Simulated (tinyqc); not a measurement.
Inside a calculation. Model: threshold-voltage variability of a planar MOSFET, analytic estimates.

Computed by the program tinyqc: `OMP_NUM_THREADS=1 python tinyqc.py 2090130 2090131 out.jsonl`, one thread of a shared Intel Xeon 2.30GHz, about 0.01 s for the whole run. Printed values are rounded.

Three independent sources add in quadrature: random dopants in the depleted layer, metal-gate grains of two orientations, and roughness of the two gate edges acting through the roll-off VT = VT(long) - Vr exp(-L/l). These are first-order estimates: no three-dimensional electrostatics, no percolation.

Parameters, values chosen for the exercise; material values close to those of silicon:
```
symbol,value,unit,meaning
T,300,K,temperature
Eg,1.1,eV,band gap
eps_r,11.9,,relative permittivity of the semiconductor
Nc,2.75e19,cm^-3,conduction-band density of states at T
Nv,2.67e19,cm^-3,valence-band density of states at T
Na,2.5e18,cm^-3,channel doping
ti,2.5,nm,oxide-equivalent thickness in inversion
L,25,nm,gate length
W,26,nm,gate width
G,4,nm,metal grain size
dW,0.2,eV,work-function difference of the two grain orientations
p,0.4,,share of the orientation of higher work function
De,1.8,nm,rms roughness of one gate edge
La,20,nm,correlation length of the roughness
l,5.1,nm,decay length of the threshold roll-off
Vr,1.2,V,prefactor of the roll-off
n,1.22,,subthreshold factor
gI,8,1/V,gm/I of a matched pair
sb,2.1,%,spread of the gain factor of one device
Nb,65536,,number of cells
Y,0.99,,wanted yield
```

Constants: q = 1.602176634e-19 C, kB = 1.380649e-23 J/K, Vt = kB T/q, eps0 = 8.8541878128e-14 F/cm where lengths are in cm. Results are converted to the units shown.

Range of the model: gI s exceeds 0.2, so the linear formula for the current mismatch is only a rough guide.

## Random dopants

ni = sqrt(Nc Nv) exp(-Eg/(2 Vt)), Eg in volts; Cox = 3.9 eps0/ti; Wd = sqrt(4 eps0 eps_r Vt ln(Na/ni)/(q Na)); dopants: s1 = (q/Cox) sqrt(Na Wd/(3 L W)). The slope A1 = s1 sqrt(L W); mean number of dopants Na L W Wd.

Cox = 1.38125 uF/cm^2
Wd = 22.6692 nm
mean number of dopants = 36.8375
A1 = 1.59428 mV um
s1 = 62.5328 mV

Counting alone, 1/sqrt(N) of the depletion voltage q Na Wd/Cox = 657 mV, would give sqrt(3) times more: dopants deep in the layer act less on the surface.

## Metal grains and edge roughness

Grains: Ng = L W/G^2 (at least 1), s2 = dW sqrt(p (1 - p)/Ng). Edges, with exponential correlation and u = W/La: the mean gate length has sL^2 = 2 De^2 (2/u)[1 - (1 - exp(-u))/u]; s3 = sL (Vr/l) exp(-L/l).

Ng = 40.6250
s2 = 15.3723 mV
sL = 2.09536 nm
dVT/dL = 1.74870 mV/nm
s3 = 3.66417 mV

## Total spread, mismatch and leakage

s = sqrt(s1^2 + s2^2 + s3^2). For a pair: s(dVT) = sqrt(2) s; current mismatch sqrt(2) sqrt((gI s)^2 + sb^2); input offset = current mismatch/gI. For a Gaussian VT the off current is log-normal with mean/median = exp(s^2/(2 (n Vt)^2)).

s = 64.4987 mV
s(dVT) = 91.2150 mV
current mismatch = 73.0324 %
input offset = 91.2905 mV
mean/median of Ioff = 8.09341

The dopants give 94.0 % of the variance; without them s would be 15.8 mV. A current mismatch this large is beyond the linear estimate.

## Iteration 1: margin in standard deviations for the wanted yield

k at the start = 3

Cells fail independently with probability Q(k) = erfc(k/sqrt(2))/2 when the margin is k standard deviations, and Y = exp(-Nb Q(k)). phi = exp(-k^2/2)/sqrt(2 pi). Newton steps on ln Q(k) = ln(-ln(Y)/Nb): k(new) = k + [ln Q - ln(-ln(Y)/Nb)] Q/phi.

Q(k) = 0.00134990
phi = 0.00443185
k after iteration 1 = 5.76653

## Iteration 2: margin in standard deviations for the wanted yield

As before.

Q(k) = 4.04611e-9
phi = 2.39967e-8
k after iteration 2 = 5.15362

## Course of the iteration: margin in standard deviations for the wanted yield

Stop when k changes by less than 1e-9, or after 30 iterations.

Course of the iteration:
```
iteration,k,|change|
1,5.76653,2.77
2,5.15362,0.613
3,5.11938,0.0342
4,5.11928,1.07e-4
5,5.11928,1.05e-9
6,5.11928,< 1e-12
```

Converged in 6 iterations. At the end the number of correct digits about doubles with each step. With s(dVT) = 91.2 mV, 5.12 standard deviations are 467 mV.
